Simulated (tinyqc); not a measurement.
Punch-through p+-n junction, ionisation integral and breakdown: two steps of the calculation.

A p+ layer at x < 0 and an n drift layer from x = 0 to L on an n+ substrate. Depletion approximation, built-in voltage neglected. Local ionisation coefficients alpha_n = an exp(-(bn/E)^mx), alpha_p = ap exp(-(bp/E)^mx). Electrons move towards +x, holes towards x = 0.

Inputs (values chosen for the exercise); material values close to those of indium phosphide: relative permittivity eps_r = 12.5; prefactor of the electron ionisation coefficient an = 1.13e7 1/cm; field constant for electrons bn = 3.26e6 V/cm; prefactor of the hole ionisation coefficient ap = 4.83e6 1/cm; field constant for holes bp = 2.63e6 V/cm; exponent mx = 1; donor density of the drift layer N = 2.1e16 cm^-3; thickness of the drift layer L = 0.49 um; reverse voltage V = 14.7 V; share of the depleted width that the grid covers fr = 1.

Constants: q = 1.602176634e-19 C, eps0 = 8.8541878128e-14 F/cm where lengths are in cm. Results are converted to the units shown.

Problem 1. Field and ionisation coefficients on a grid. W = sqrt(2 eps0 eps_r V/(q N)), peak field E0 = q N W/(eps0 eps_r), falling linearly to 0 at W; if W > L the layer is punched through: W = L, E0 = V/L + q N L/(2 eps0 eps_r), falling linearly to E1 = V/L - q N L/(2 eps0 eps_r). Grid: 14 equal steps from 0 to fr W.

Wanted: W; x; E; alpha_n; alpha_p.

Solution 1.

W = 0.49000 um

```
point   x (um)  E (kV/cm)  alpha_n (1/cm)  alpha_p (1/cm)
0      0.00000     374.48          1872.3          4303.9
1      0.03500     363.84          1451.5          3504.8
2      0.07000     353.20          1108.1          2819.0
3      0.10500     342.56          831.91          2236.9
4      0.14000     331.92          613.18          1748.9
5      0.17500     321.28          442.92          1345.3
6      0.21000     310.64          312.89          1016.3
7      0.24500     300.00          215.65          752.72
8      0.28000     289.36          144.61          545.30
9      0.31500     278.72          94.066          385.43
10     0.35000     268.08          59.132          265.03
11     0.38500     257.44          35.773          176.69
12     0.42000     246.80          20.723          113.75
13     0.45500     236.16          11.429          70.376
14     0.49000     225.52          5.9588          41.614
```

Problem 2. Ionisation integrals by the trapezoid rule. G(x) = integral from 0 to x of (alpha_n - alpha_p); I_n = integral of alpha_n exp(-G) (electrons injected at x = 0), I_p = integral of alpha_p exp(G(end) - G) (holes injected at the far edge); M = 1/(1 - I). All integrals by the trapezoid rule on the grid.

```
point      x (um)  alpha_n (1/cm)  alpha_p (1/cm)
0      0.00000000       1872.2533       4303.8986
1      0.03500000       1451.4543       3504.8299
2      0.07000000       1108.1052       2819.0186
3      0.10500000       831.91067       2236.9399
4      0.14000000       613.18322       1748.9246
5      0.17500000       442.92340       1345.2670
6      0.21000000       312.88886       1016.3401
7      0.24500000       215.64782       752.71778
8      0.28000000       144.61471       545.29940
9      0.31500000       94.065622       385.43335
10     0.35000000       59.132045       265.03444
11     0.38500000       35.772563       176.68962
12     0.42000000       20.723212       113.74613
13     0.45500000       11.428788       70.376380
14     0.49000000       5.9587553       41.614288
```

Give: G; alpha_n exp(-G); I_n; I_p; M_n; M_p.

Solution 2.

```
point         G  alpha_n exp(-G) (1e3 1/cm)
0       0.00000                       1.872
1      -0.00785                       1.463
2      -0.01444                       1.124
3      -0.01989                       0.849
4      -0.02434                       0.628
5      -0.02790                       0.455
6      -0.03071                       0.323
7      -0.03288                       0.223
8      -0.03452                       0.150
9      -0.03574                       0.097
10     -0.03661                       0.061
11     -0.03721                       0.037
12     -0.03762                       0.022
13     -0.03789                       0.012
14     -0.03805                       0.006
```

I_n = 0.02234
I_p = 0.05884
M_n = 1.023
M_p = 1.063

Computed by the program tinyqc: `OMP_NUM_THREADS=1 python tinyqc.py 2120129 2120130 out.jsonl`, one thread of a shared Intel Xeon 2.30GHz, about 0.06 s for the whole run.
